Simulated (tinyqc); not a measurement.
Carrier lifetime from Shockley-Read-Hall, radiative, Auger and surface recombination: one step, computed by the program tinyqc. Command: `OMP_NUM_THREADS=1 python tinyqc.py 3005013 3005014 out.jsonl lifetime walk`. One thread of a shared host (Intel(R) Xeon(R) Processor @ 2.30GHz), about 0.02 s of CPU time with the checks.

Energies are counted from the top of the valence band. Boltzmann statistics, full ionisation, and equal excess densities of electrons and holes.

Question. Steady state under generation. With n = n_0 + dn, p = p_0 + dn and U/dn = 1/tau: (n p - n_i^2)/dn = n_0 + p_0 + dn = s; 1/tau_SRH = s/[tau_p0 (n + n1) + tau_n0 (p + p1)]; 1/tau_rad = B s; 1/tau_Aug = (C_n n + C_p p) s; the rates add, with 1/tau_s. dn solves dn/tau_eff(dn) = G (60 bisections in ln dn between 1e-2 and 1e22 cm^-3); the splitting of the quasi-Fermi levels is k_B T ln(n p/n_i^2).

Inputs (values chosen for the exercise, with bands modelled on ZnO):
```
quantity                   value        unit
temperature T                300           K
radiative coefficient B  1.7e-10      cm^3/s
Auger coefficient C_n    5.8e-32      cm^6/s
Auger coefficient C_p    5.9e-32      cm^6/s
generation rate G        6.7e+23  cm^-3 s^-1
```

Doping: n-type. Surface term: two equal surfaces.

n_0 = 1.20e+16 cm^-3

p_0 = 2.560527e-36 cm^-3

tau_p0 = 5.719358e-06 s

n1 = 4.352997e+10 cm^-3

tau_n0 = 5.830190e-06 s

p1 = 7.058661e-31 cm^-3

tau_s = 6.477765e-05 s

n_i = 1.752893e-10 cm^-3

Constants: k_B = 8.617333262e-05 eV/K.

Give: steady excess density; lifetime in the steady state; quasi-Fermi splitting under G.

Answer.

steady excess density = 5.677e+16 cm^-3

lifetime in the steady state = 8.473e-08 s

quasi-Fermi splitting under G = 3.161 eV
